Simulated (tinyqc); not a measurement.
Inside a calculation. Method: CIS on RHF in the sto-3g basis, for H6, spin multiplicity 1. One step of it, computed by the program tinyqc.

Problem. CIS singlet states. Diagonalise A (1 hartree = 27.211386 eV); each vector has its largest component positive (the first on a tie). The transition dipole is mu = sqrt2 sum c_ia <i|r|a>.

CIS matrix A, singlet (hartree), order 1>4, 1>5, 1>6, 2>4, 2>5, 2>6, 3>4, 3>5, 3>6:
```
[[0.725170, 0.000000, -0.022102, 0.000000, -0.010165, 0.000000, -0.007963, 0.000000, 0.034939],
 [0.000000, 0.961137, 0.000000, -0.042239, 0.000000, 0.038470, 0.000000, -0.023026, 0.000000],
 [-0.022102, 0.000000, 1.199230, 0.000000, 0.063233, 0.000000, -0.017321, 0.000000, -0.026579],
 [0.000000, -0.042239, 0.000000, 0.655795, 0.000000, -0.024227, 0.000000, -0.001445, 0.000000],
 [-0.010165, 0.000000, 0.063233, 0.000000, 0.904744, 0.000000, 0.053144, 0.000000, -0.013432],
 [0.000000, 0.038470, 0.000000, -0.024227, 0.000000, 1.159470, 0.000000, -0.047674, 0.000000],
 [-0.007963, 0.000000, -0.017321, 0.000000, 0.053144, 0.000000, 0.519995, 0.000000, -0.008017],
 [0.000000, -0.023026, 0.000000, -0.001445, 0.000000, -0.047674, 0.000000, 0.789989, 0.000000],
 [0.034939, 0.000000, -0.026579, 0.000000, -0.013432, 0.000000, -0.008017, 0.000000, 1.053306]]
```

dipole integrals <i|r|a> (bohr), order 1>4, 1>5, 1>6, 2>4, 2>5, 2>6, 3>4, 3>5, 3>6:
```
[[0.000000, 0.000000, 0.056614],
 [0.000000, 0.000000, 0.000000],
 [0.000000, 0.000000, -0.323512],
 [0.000000, 0.000000, 0.000000],
 [0.000000, 0.000000, 0.751179],
 [0.000000, 0.000000, 0.000000],
 [0.000000, 0.000000, -1.897619],
 [0.000000, 0.000000, 0.000000],
 [0.000000, 0.000000, 0.055755]]
```

Give: singlet excitation energies; lowest vectors; oscillator strengths 2/3 w |mu|^2.

Solution.

singlet excitation energies (eV): [13.919, 17.662, 19.610, 21.296, 24.475, 26.104, 28.620, 31.985, 33.173]

lowest vectors, order 1>4, 1>5, 1>6, 2>4, 2>5, 2>6, 3>4, 3>5, 3>6:
```
[[0.033, 0.000, 0.993, 0.000, -0.026, 0.000],
 [0.000, 0.132, 0.000, 0.089, 0.000, 0.967],
 [0.039, 0.000, 0.034, 0.000, -0.192, 0.000],
 [0.000, 0.989, 0.000, -0.062, 0.000, -0.117],
 [-0.139, 0.000, 0.044, 0.000, 0.968, 0.000],
 [0.000, 0.041, 0.000, 0.112, 0.000, -0.216],
 [0.989, 0.000, -0.027, 0.000, 0.144, 0.000],
 [0.000, 0.046, 0.000, 0.988, 0.000, -0.070],
 [0.011, 0.000, -0.101, 0.000, 0.065, 0.000]]
```

oscillator strengths 2/3 w |mu|^2: [2.704, 0.000, 0.015, 0.000, 0.323, 0.000]
